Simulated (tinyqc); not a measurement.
Inside a calculation. Model: thin-film transistor with exponential tail and deep states, accumulation layer.

Program tinyqc, `OMP_NUM_THREADS=1 python tinyqc.py 2610131 2610132 out.jsonl`; Intel Xeon 2.30GHz, shared host, one thread, about 0.01 s. Printed values are rounded.

An undoped film in accumulation, thicker than the space-charge layer. With band bending psi the Fermi level lies E0 - psi below the band edge. Free electrons n = n0 exp(psi/Vt) carry the current; electrons in two exponential distributions of traps, a = a0 exp(psi/Va) and d = d0 exp(psi/Vp), do not. Linear regime, ohmic contacts, traps in equilibrium.

Parameters, values chosen for the exercise; values close to those of an organic semiconductor:
- T = 250 K (temperature)
- eps_r = 3.2 (relative permittivity of the semiconductor)
- Nc = 8.2e19 cm^-3 (density of extended states)
- mb = 2.9 cm^2/(V s) (band mobility)
- Nt = 1.3e20 cm^-3 (total density of tail states)
- Tt = 390 K (characteristic temperature of the tail)
- Nd = 3.3e17 cm^-3 (total density of deep states)
- Td = 1150 K (characteristic temperature of the deep states)
- E0 = 0.67 eV (bulk Fermi level below the band edge)
- Ci = 100 nF/cm^2 (gate capacitance)
- WL = 2 (ratio W/L)
- Vd = 0.2 V (drain voltage)
- Vg = 2.4 V (gate voltage above flat band)

Constants: q = 1.602176634e-19 C, kB = 1.380649e-23 J/K, Vt = kB T/q, eps0 = 8.8541878128e-14 F/cm where lengths are in cm. Results are converted to the units shown.

## Bulk densities

Va = kB Tt/q, Vp = kB Td/q; n0 = Nc exp(-E0/Vt), a0 = Nt th(T/Tt) exp(-E0/Va), d0 = Nd th(T/Td) exp(-E0/Vp), th(x) = pi x/sin(pi x).

Va = 0.0336076 V
Vp = 0.0990993 V
th(T/Tt) = 2.22906
n0 = 2.55393e6 cm^-3
a0 = 6.36772e11 cm^-3
d0 = 4.13616e14 cm^-3

## Iteration 1: surface potential by Newton steps

psi at the start = 0.72 V

Va = kB Tt/q, Vp = kB Td/q. G(psi) = sum over the three kinds of c0 [V (exp(psi/V) - 1) - psi], field F = sqrt(2 q G/(eps0 eps_r)); Vg = psi + eps0 eps_r F/Ci at the surface. f = psi + eps0 eps_r F/Ci - Vg, f' = 1 + q rho/(Ci F) with rho = sum c0 (exp(psi/V) - 1); psi(new) = psi - f/f'.

F = 8317.13 kV/cm
f = 21.8852 V
f' = 409.126
psi after iteration 1 = 0.666507 V

## Iteration 2: surface potential by Newton steps

As before.

F = 3415.25 kV/cm
f = 7.94308 V
f' = 156.396
psi after iteration 2 = 0.615719 V

## Course of the iteration: surface potential by Newton steps

Stop when psi changes by less than 1e-10 V, or after 30 iterations. psi must stay between 0 and 5 V.

Course of the iteration:

| iteration | psi (V) | \|change\| (V) |
|---|---|---|
| 1 | 0.666507 | 0.0535 |
| 2 | 0.615719 | 0.0508 |
| 3 | 0.577761 | 0.0380 |
| 4 | 0.561007 | 0.0168 |
| 5 | 0.558497 | 2.51e-3 |
| 6 | 0.558449 | 4.82e-5 |
| 7 | 0.558449 | 1.73e-8 |
| 8 | 0.558449 | < 1e-14 |

Converged in 8 iterations. At the end the number of correct digits about doubles with each step.

## Free and total charge, current

psi_s = 0.558449 V

Va = kB Tt/q, Vp = kB Td/q. G(psi) = sum over the three kinds of c0 [V (exp(psi/V) - 1) - psi], field F = sqrt(2 q G/(eps0 eps_r)); Vg = psi + eps0 eps_r F/Ci at the surface. Total charge Q = Ci (Vg - psi_s); free charge Qf = q times the integral of n0 (exp(psi/Vt) - 1)/F over psi from 0 to psi_s; I = (W/L) mb Qf Vd; effective mobility mb Qf/Q.

surface densities (cm^-3): free 4.62435e17, tail 1.04845e19, deep 1.15866e17
Q = 184.155 nC/cm^2
Qf = 3.56136 nC/cm^2
effective mobility = 0.0560829 cm^2/(V s)
I = 4.13118 nA

1.93 % of the induced charge is free, against 4.18 % of the electrons right at the surface.
